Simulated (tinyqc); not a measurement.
# On-chip interconnect, size-dependent resistivity and RC delay: what changes with what

A rectangular line between two neighbours and two ground planes. Surface and grain-boundary scattering are added to the bulk resistivity as corrections; capacitances are parallel-plate values without fringing; inductance is ignored.

Parameters, values chosen for the exercise; metal values close to those of copper:
```
symbol  value     unit                                                   meaning
rho0     1.71  uohm cm                                          bulk resistivity
lam      41.1       nm                                       bulk mean free path
ps        0.2                               specular share of surface scattering
Rg       0.48                         reflection coefficient of grain boundaries
gr        1.5                                    grain size over the metal width
wd         11       nm                                          drawn line width
AR        2.1                                    aspect ratio, height over width
tl        2.2       nm        liner on both walls and the bottom, not conducting
sp         22       nm                           space to the neighbouring lines
hd         26       nm           dielectric height to the planes above and below
ek        4.2                            relative permittivity of the dielectric
Mf          2                                    Miller factor of the neighbours
Lw        110       um                                               line length
Cl      0.054       fF                                          load capacitance
rho2     5.35  uohm cm  bulk resistivity of the second metal (close to tungsten)
lam2     15.4       nm                        mean free path of the second metal
tl2       0.3       nm                                 liner of the second metal
```

Constants: eps0 = 8.8541878128e-12 F/m. Results are converted to the units shown.

Each table varies one quantity; the others keep the values above.

## Delay against the driver resistance

Metal width x = wd - 2 tl, height y = AR wd - tl; grain boundaries (Mayadas-Shatzkes): al = (lam/(gr x)) Rg/(1 - Rg), g = 1/[1 - 3 al/2 + 3 al^2 - 3 al^3 ln(1 + 1/al)] - 1; surfaces (Fuchs-Sondheimer, thick limit): s = (3/8) lam (1 - ps)(1/x + 1/y); rho = rho0 (1 + g + s); r = rho/(x y); c = eps0 ek (2 wd/hd + 2 Mf AR wd/sp). Elmore delay tE = Rd (c Lw + Cl) + r Lw (c Lw/2 + Cl); t50 is the time at which the far end of a ladder of 30 pi sections (half capacitances at both ends, Cl at the far end, a step applied through Rd) reaches half the step; line share r Lw/(Rd + r Lw); estimate 0.69 Rd (c Lw + Cl) + 0.38 r c Lw^2 + 0.69 r Lw Cl.

The same in every row: rho (uohm cm) = 14.75; r (ohm/um) = 1069; c (fF/um) = 0.1877.

Delay against the driver resistance:
```
Rd (ohm),tE (ps),t50 (ps),estimate (ps),line share of the resistance (%)
50,1221,925.2,927.8,99.96
100,1223,926.0,928.5,99.92
400,1229,930.7,932.8,99.66
1000,1241,940.1,941.4,99.16
3000,1283,971.3,969.9,97.51
7000,1365,1033,1027,94.38
20000,1634,1231,1213,85.47
50000,2255,1674,1641,70.17
```

What does the comparison show?

As Rd goes from 50 to 50000, r stays at 1070 ohm/um, c stays at 0.188 fF/um and t50 rises from 925 to 1670 ps. t50/tE lies between 0.742 and 0.757, and the estimate is within 2.0 % of t50.

## Two metals against line width

Metal width x = wd - 2 tl, height y = AR wd - tl; grain boundaries (Mayadas-Shatzkes): al = (lam/(gr x)) Rg/(1 - Rg), g = 1/[1 - 3 al/2 + 3 al^2 - 3 al^3 ln(1 + 1/al)] - 1; surfaces (Fuchs-Sondheimer, thick limit): s = (3/8) lam (1 - ps)(1/x + 1/y); rho = rho0 (1 + g + s); r = rho/(x y). The second metal has rho2, lam2 and tl2 in place of rho0, lam and tl; ps, Rg, gr and AR are shared.

Two metals against line width:
```
wd (nm),"rho, first (uohm cm)","rho, second (uohm cm)","r, first (ohm/um)","r, second (ohm/um)",ratio second/first
6.5,41.16,23.12,1.712e4,2935,0.1715
8,25.14,19.58,4782,1604,0.3353
10,17.00,16.60,1614,853.3,0.5286
13,11.80,13.93,546.8,416.0,0.7607
17,8.680,11.87,205.6,204.5,0.9943
22,6.748,10.37,87.14,105.6,1.212
30,5.209,9.030,33.46,48.98,1.464
45,3.942,7.805,10.52,18.66,1.774
70,3.107,6.932,3.271,6.809,2.082
120,2.512,6.277,0.8701,2.089,2.400
```

What does the table show?

The resistivity of the first metal falls from 41.2 to 2.51 uohm cm and that of the second goes from 23.1 to 6.28 uohm cm as the line widens. The products rho0 lam, which set the size effect, are 70.3 and 82.4 uohm cm nm. The two resistances cross at wd = 17.1 nm: below it the second metal gives the lower line resistance. For widths well under the mean free path the thick-limit surface term is only a guide.

Range of the model: The metal width is under the mean free path, where the thick-limit surface term and the simple sum of corrections lose accuracy.

tinyqc, about 0.01 s, one thread, Intel Xeon 2.30GHz (shared host): `OMP_NUM_THREADS=1 python tinyqc.py 2100145 2100146 out.jsonl`
